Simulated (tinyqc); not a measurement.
Carrier lifetime from Shockley-Read-Hall, radiative, Auger and surface recombination: one step, computed by the program tinyqc. Command: `OMP_NUM_THREADS=1 python tinyqc.py 3003734 3003735 out.jsonl lifetime walk`. One thread of a shared host (Intel(R) Xeon(R) Processor @ 2.30GHz), about 0.01 s of CPU time with the checks.

Energies are counted from the top of the valence band. Boltzmann statistics, full ionisation, and equal excess densities of electrons and holes.

Task: Capture times and SRH densities. v = sqrt(3 k_B T/m) with m_e or m_h; tau_n0 = 1/(sigma_n v_n N_t), tau_p0 = 1/(sigma_p v_p N_t); n1 = N_c exp(-(E_g - E_t)/k_B T), p1 = N_v exp(-E_t/k_B T).

Inputs (values chosen for the exercise, with bands modelled on ZnO):
```
quantity,value,unit
gap E_g,3.37,eV
electron mass m_e,0.261,m_0
hole mass m_h,0.771,m_0
temperature T,250,K
doping N,5.9e+17,cm^-3
trap level E_t,2.96,eV
trap density N_t,7.9e+13,cm^-3
electron cross-section sigma_n,2.4e-17,cm^2
hole cross-section sigma_p,5.8e-14,cm^2
```

Doping: n-type. Surface term: none.

N_c = 2.545428e+18 cm^-3

N_v = 1.292355e+19 cm^-3

Constants: k_B = 1.380649e-23 J/K; m_0 = 9.1093837015e-31 kg; k_B = 8.617333262e-05 eV/K.

Give: v_n; v_p; tau_n0; tau_p0; n1; p1.

Result:

v_n = 2.0869e+07 cm/s

v_p = 1.2142e+07 cm/s

tau_n0 = 2.5273e-05 s

tau_p0 = 1.7974e-08 s

n1 = 1.3821e+10 cm^-3

p1 = 2.7568e-41 cm^-3

Caution: the doping is near the effective density of states, where Boltzmann statistics fail and the gap narrows.
